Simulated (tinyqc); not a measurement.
All-pass ring resonator: two steps of the calculation.

A ring of length L = 2 pi Rr coupled to one bus waveguide: round-trip amplitude a = 10^(-al L/20), self-coupling t = sqrt(1 - k2). At detuning d from the resonance the round-trip phase is p = 2 pi d/FSR and the transmission T = (a^2 - 2 a t cos p + t^2)/(1 - 2 a t cos p + a^2 t^2). Lossless coupler, linear absorption only.

Parameters, values chosen for the exercise; values close to those of silicon waveguides:
- lam = 1550 nm (cold resonance wavelength)
- Rr = 20 um (ring radius)
- ng = 4.02 (group index)
- al = 3.4 dB/cm (propagation loss)
- k2 = 0.013 (power coupling)
- dT = 0.00018 1/K (thermo-optic change of the effective index)
- Rt = 6.1 K/mW (thermal resistance)
- fa = 0.61 (share of the loss that heats the ring)
- Pin = 0.021 mW (input power)
- dl = 5.2 pm (laser detuning from the cold resonance)

Constants: c = 299792458 m/s. Results are converted to the units shown.

Question 1. Resonance parameters. FSR = lam^2/(ng L), finesse F = pi sqrt(a t)/(1 - a t), FWHM = FSR/F, Q = lam/FWHM, Tmin = (a - t)^2/(1 - a t)^2, power build-up k2 a^2/(1 - a t)^2, optical bandwidth c/(lam Q).

Wanted: a; t; FSR; F; FWHM; Q; Tmin; build-up; bandwidth.

Answer 1.

a = 0.9951
t = 0.9935
FSR = 4.756 nm
F = 274.1
FWHM = 17.35 pm
Q = 8.933e4
Tmin = -16.98 dB
build-up = 99.12
bandwidth = 2.165 GHz

The ring is overcoupled; critical coupling needs k2 = 1 - a^2 = 0.00979.

Question 2. Thermal shift of the resonance. T is the transmission at d = dl - s, p = 2 pi d/FSR; out = (lam dT/ng) Rt fa (1 - T) Pin; s(new) = out.

s after iteration 1 = 3.9097520 pm
a = 0.99509310
t = 0.99347874
FSR = 4.7558427 nm

Give: d; T; out; s after iteration 2.

Answer 2.

d = 1.290 pm
T = 0.04127
out = 5.199 pm
s after iteration 2 = 5.199 pm

Computed by the program tinyqc: `OMP_NUM_THREADS=1 python tinyqc.py 2650040 2650041 out.jsonl`, one thread of a shared Intel Xeon 2.30GHz, about 0.01 s for the whole run.
